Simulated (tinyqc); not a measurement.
Inside a calculation. Method: Hubbard ring of 4 sites. Computed by tinyqc, a small Python program that keeps every step. Settings: hopping = 1.39, U = 4.3, mixing = 1, iteration cap = 60. Command: `OMP_NUM_THREADS=1 python tinyqc.py 22588 22589 out.jsonl` (the two numbers bound the seeds that draw the settings). One thread of a shared host (Intel(R) Xeon(R) Processor @ 2.60GHz), about 0.2 s of CPU time with the checks. Later iterations appear only in the table of the cycle.

## Mean-field iteration 1

one-body matrix (hopping and site energies) (eV), lower triangle:
```
,1,2,3,4
1,-0.310000
2,-1.390000,0.180000
3,0.000000,-1.390000,0.300000
4,-1.390000,0.000000,-1.390000,0.760000
```

U = 4.300000 eV

electrons, up and down: 2  2

mixing = 1

n(up) at the start (a guess, not normalised): 1 0.950000, 2 0.050000, 3 0.950000, 4 0.050000

n(down) at the start (a guess): 1 0.050000, 2 0.950000, 3 0.050000, 4 0.950000

H(up) = T + U n(down), H(down) = T + U n(up); fill the lowest levels; n(new) = n + mixing (n(out) - n); E = tr T (rho up + rho down) + U sum n_up n_down of the output.

levels, up (eV): -1.201791  0.260074  4.509589  5.962128

levels, down (eV): -0.919146  0.720705  4.040581  5.687861

energy = -2.012525 eV

n(up) after iteration 1: 1 0.913271, 2 0.107138, 3 0.892360, 4 0.087231

n(down) after iteration 1: 1 0.136466, 2 0.892943, 3 0.106341, 4 0.864249

## Mean-field iteration 2

As before.

levels, up (eV): -0.997281  0.544236  4.223360  5.759685

levels, down (eV): -0.804227  0.910962  3.851604  5.571661

energy = -2.028708 eV

n(up) after iteration 2: 1 0.898729, 2 0.121424, 3 0.878073, 4 0.101774

n(down) after iteration 2: 1 0.148050, 2 0.881195, 3 0.118087, 4 0.852668

## Mean-field iteration 3

As before.

levels, up (eV): -0.969150  0.593749  4.173781  5.731620

levels, down (eV): -0.774896  0.972086  3.790574  5.542236

energy = -2.029636 eV

n(up) after iteration 3: 1 0.896496, 2 0.124486, 3 0.874992, 4 0.104026

n(down) after iteration 3: 1 0.152789, 2 0.878006, 3 0.121241, 4 0.847964

## Convergence

Each step fills the lowest levels of T + U n(other spin) and sets n(new) = n + mixing (n(out) - n); stop when output and input agree to 1e-8.

Course of the cycle:
```
iteration,E (eV),largest |n(out) - n(in)|,mean |n_up - n_down|
1,-2.01252522,8.65e-02,0.781412
2,-2.02870775,1.45e-02,0.755333
3,-2.02963617,4.74e-03,0.748729
4,-2.02969349,9.02e-04,0.747126
5,-2.02969709,3.00e-04,0.746713
6,-2.02969732,5.75e-05,0.746612
7,-2.02969733,1.92e-05,0.746585
8,-2.02969734,3.67e-06,0.746579
9,-2.02969734,1.22e-06,0.746577
10,-2.02969734,2.34e-07,0.746577
11,-2.02969734,7.78e-08,0.746577
12,-2.02969734,1.49e-08,0.746577
13,-2.02969734,4.95e-09,0.746577
```

local moments n_up - n_down: 1 0.741470, 2 -0.751450, 3 0.751684, 4 -0.741704

Converged in 13 iterations. Before convergence this energy mixes input and output and is not variational, so it may rise towards its limit.

## Exact diagonalisation (36 states)

Lowest levels of the sector, and the double occupancy of the lowest state.

lowest levels (eV): -2.414405  -2.090977  -1.061751  -0.456893  -0.444645  0.276611

double occupancy per site = 0.089346

The mean-field solution above lies 0.3847 eV above the exact energy.

## The lowest level by Lanczos steps

From a random start vector (not printed): a_j = <q_j|H|q_j>, b_j = norm of the remainder after orthogonalising; the Ritz value is the lowest eigenvalue of the tridiagonal matrix of a and b so far.

Lanczos:
```
j,a_j (eV),b_j (eV),lowest Ritz value (eV)
1,2.551915,4.462242,2.55191510
2,3.730581,3.212994,-1.35974266
3,5.065060,4.007489,-2.04866641
4,6.194424,3.320626,-2.28196585
5,4.688529,3.985319,-2.35011246
6,6.416354,3.925749,-2.38216420
7,7.048074,3.492173,-2.39387844
8,4.033824,4.564216,-2.39826180
9,6.648432,4.199701,-2.40247255
10,5.356618,3.798517,-2.40651004
```
